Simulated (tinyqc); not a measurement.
Worked calculation: plane-wave Kohn-Sham cycle with exchange-only LDA in a layered model solid. Computed by tinyqc, a small Python program that keeps every step. Settings: points = 16, plane-wave index or count = 2, electrons = 2, k points = 1, area = 31.0, mixing = 0.3, iteration cap = 69, Kerker q0 = 1.11. Command: `OMP_NUM_THREADS=1 python tinyqc.py 21020 21021 out.jsonl` (the two numbers bound the seeds that draw the settings). One thread of a shared host (Intel(R) Xeon(R) Processor @ 2.60GHz), about 0.02 s of CPU time with the checks. Later iterations appear only in the table of the cycle.

## Iteration 1: potential

A solid whose potential varies along x alone (atomic units):

| parameter | value |
|---|---|
| period a | 14.800000 |
| cross-section of the cell | 31.000000 |
| electrons per cell | 2 |
| grid points | 16 |
| plane waves -n..n, n | 2 |
| k points | 1 |
| V1 in V1 cos(2 pi x/a) | -0.600000 |

density at the start, on the grid x_j = j a/N (e/bohr^3): 0.0043592  0.0043592  0.0043592  0.0043592  0.0043592  0.0043592  0.0043592  0.0043592  0.0043592  0.0043592  0.0043592  0.0043592  0.0043592  0.0043592  0.0043592  0.0043592

V_H(G) = 4 pi rho(G)/G^2 for G != 0 (uniform background); v_x = -(3 rho/pi)^(1/3); V = V_ext + V_H + v_x; Fourier components f(G_m) = (1/N) sum_j f(x_j) exp(-i G_m x_j).

Potentials on the grid (hartree):

| x | V_ext | V_H | v_x | V |
|---|---|---|---|---|
| 0.00000 | -0.60000 | 0.00000 | -0.16086 | -0.76086 |
| 0.92500 | -0.55433 | 0.00000 | -0.16086 | -0.71519 |
| 1.85000 | -0.42426 | 0.00000 | -0.16086 | -0.58513 |
| 2.77500 | -0.22961 | 0.00000 | -0.16086 | -0.39047 |
| 3.70000 | 0 | 0.00000 | -0.16086 | -0.16086 |
| 4.62500 | 0.22961 | 0.00000 | -0.16086 | 0.06875 |
| 5.55000 | 0.42426 | 0.00000 | -0.16086 | 0.26340 |
| 6.47500 | 0.55433 | 0.00000 | -0.16086 | 0.39346 |
| 7.40000 | 0.60000 | 0.00000 | -0.16086 | 0.43914 |
| 8.32500 | 0.55433 | 0.00000 | -0.16086 | 0.39346 |
| 9.25000 | 0.42426 | 0.00000 | -0.16086 | 0.26340 |
| 10.17500 | 0.22961 | 0.00000 | -0.16086 | 0.06875 |
| 11.10000 | 0 | 0.00000 | -0.16086 | -0.16086 |
| 12.02500 | -0.22961 | 0.00000 | -0.16086 | -0.39047 |
| 12.95000 | -0.42426 | 0.00000 | -0.16086 | -0.58513 |
| 13.87500 | -0.55433 | 0.00000 | -0.16086 | -0.71519 |

V(G_m), m = 0, 1, 2, ... (hartree): -0.16086  -0.30000  0.00000  0.00000  0.00000

## Iteration 1: Hamiltonian at one k

k = 0.00000 2 pi / a

H(m,m') = (k + G_m)^2/2 delta + V(G_m - G_m'), with V(-G) = V(G).

H (hartree):
```
          -2        -1        +0        +1        +2
-2   0.19960  -0.30000   0.00000   0.00000   0.00000
-1  -0.30000  -0.07075  -0.30000   0.00000   0.00000
+0   0.00000  -0.30000  -0.16086  -0.30000   0.00000
+1   0.00000   0.00000  -0.30000  -0.07075  -0.30000
+2   0.00000   0.00000   0.00000  -0.30000   0.19960
```

## Iteration 1: levels at that k

Diagonalise the Hermitian matrix.

eigenvalues (hartree): -0.59673  -0.26462  0.06422  0.39348  0.50051

## Iteration 1: new density

Motion across x is left out: the lowest 1 band(s) hold two electrons at each of the k points (j + 1/2)/nk - 1/2. Residual R = rho(out) - rho(in); rho(new) = rho(in) + 0.3 R, with R(G) scaled by G^2/(G^2 + 1.11^2) (Kerker). rho(out) = 2/(a A nk) sum |psi|^2 with psi = sum c exp(i G x). Harris energy E = band energy - dV sum rho (V_H/2 + v_x) + (3/4) dV sum rho v_x with rho(in), dV = a A/N, band energy = (2/nk) sum of the filled levels.

rho(out) (e/bohr^3): 0.0177935  0.0147252  0.0081247  0.0027012  0.0004050  0.0000064  0.0000015  0.0000040  0.0000176  0.0000040  0.0000015  0.0000064  0.0004050  0.0027012  0.0081247  0.0147252

density after iteration 1 (e/bohr^3): 0.0054402  0.0050533  0.0043055  0.0038859  0.0039508  0.0041668  0.0042884  0.0043307  0.0043440  0.0043307  0.0042884  0.0041668  0.0039508  0.0038859  0.0043055  0.0050533

energy per cell = -1.1130340 hartree

## Iteration 2: potential

As before.

Potentials on the grid (hartree):

| x | V_ext | V_H | v_x | V |
|---|---|---|---|---|
| 0.00000 | -0.60000 | 0.03008 | -0.17319 | -0.74311 |
| 0.92500 | -0.55433 | 0.02464 | -0.16899 | -0.69868 |
| 1.85000 | -0.42426 | 0.01207 | -0.16020 | -0.57240 |
| 2.77500 | -0.22961 | -0.00025 | -0.15482 | -0.38467 |
| 3.70000 | 0 | -0.00793 | -0.15567 | -0.16361 |
| 4.62500 | 0.22961 | -0.01136 | -0.15846 | 0.05979 |
| 5.55000 | 0.42426 | -0.01261 | -0.15999 | 0.25166 |
| 6.47500 | 0.55433 | -0.01304 | -0.16051 | 0.38078 |
| 7.40000 | 0.60000 | -0.01313 | -0.16068 | 0.42619 |
| 8.32500 | 0.55433 | -0.01304 | -0.16051 | 0.38078 |
| 9.25000 | 0.42426 | -0.01261 | -0.15999 | 0.25166 |
| 10.17500 | 0.22961 | -0.01136 | -0.15846 | 0.05979 |
| 11.10000 | 0 | -0.00793 | -0.15567 | -0.16361 |
| 12.02500 | -0.22961 | -0.00025 | -0.15482 | -0.38467 |
| 12.95000 | -0.42426 | 0.01207 | -0.16020 | -0.57240 |
| 13.87500 | -0.55433 | 0.02464 | -0.16899 | -0.69868 |

V(G_m), m = 0, 1, 2, ... (hartree): -0.16070  -0.29184  0.00126  -0.00055  -0.00017

## Iteration 2: Hamiltonian at one k

k = 0.00000 2 pi / a

As before.

H (hartree):
```
          -2        -1        +0        +1        +2
-2   0.19977  -0.29184   0.00126  -0.00055  -0.00017
-1  -0.29184  -0.07058  -0.29184   0.00126  -0.00055
+0   0.00126  -0.29184  -0.16070  -0.29184   0.00126
+1  -0.00055   0.00126  -0.29184  -0.07058  -0.29184
+2  -0.00017  -0.00055   0.00126  -0.29184   0.19977
```

## Iteration 2: levels at that k

As before.

eigenvalues (hartree): -0.58187  -0.25738  0.06180  0.38548  0.48965

## Iteration 2: new density

As before.

rho(out) (e/bohr^3): 0.0177194  0.0146841  0.0081419  0.0027398  0.0004257  0.0000089  0.0000010  0.0000040  0.0000169  0.0000040  0.0000010  0.0000089  0.0004257  0.0027398  0.0081419  0.0146841

density after iteration 2 (e/bohr^3): 0.0063900  0.0056789  0.0042940  0.0034936  0.0035828  0.0039717  0.0042051  0.0042925  0.0043197  0.0042925  0.0042051  0.0039717  0.0035828  0.0034936  0.0042940  0.0056789

energy per cell = -1.0842660 hartree

## Convergence

Stop when sqrt(dV sum R^2) is below 1e-8, dV = a A/N.

Course of the cycle:

| iteration | E (hartree) | norm of the residual |
|---|---|---|
| 1 | -1.1130340 | 1.30e-01 |
| 2 | -1.0842660 | 1.22e-01 |
| 3 | -1.0573455 | 1.15e-01 |
| 4 | -1.0324678 | 1.08e-01 |
| 5 | -1.0096189 | 1.02e-01 |
| 6 | -0.9887005 | 9.67e-02 |
| 7 | -0.9695822 | 9.16e-02 |
| 8 | -0.9521253 | 8.70e-02 |
| 9 | -0.9361934 | 8.27e-02 |
| 10 | -0.9216574 | 7.88e-02 |
| 11 | -0.9083972 | 7.50e-02 |
| ... | ... | ... |
| 59 | -0.7762882 | 8.19e-03 |
| 60 | -0.7762077 | 7.81e-03 |
| 61 | -0.7761369 | 7.44e-03 |
| 62 | -0.7760747 | 7.09e-03 |
| 63 | -0.7760203 | 6.76e-03 |
| 64 | -0.7759727 | 6.44e-03 |
| 65 | -0.7759313 | 6.14e-03 |
| 66 | -0.7758952 | 5.85e-03 |
| 67 | -0.7758640 | 5.57e-03 |
| 68 | -0.7758371 | 5.31e-03 |
| 69 | -0.7758140 | 5.06e-03 |

Not converged within 69 iterations: the residual falls steadily but slowly, by a factor of about 0.95 a step. Reruns (cap 100 unless said): mixing 0.1: not converged; mixing 0.5, Kerker q0 1.0: not converged; mixing 0.3, Pulay depth 5: converged in 14 (E = -0.77576); the original settings with a cap of 400: converged in 352 (E = -0.77576).
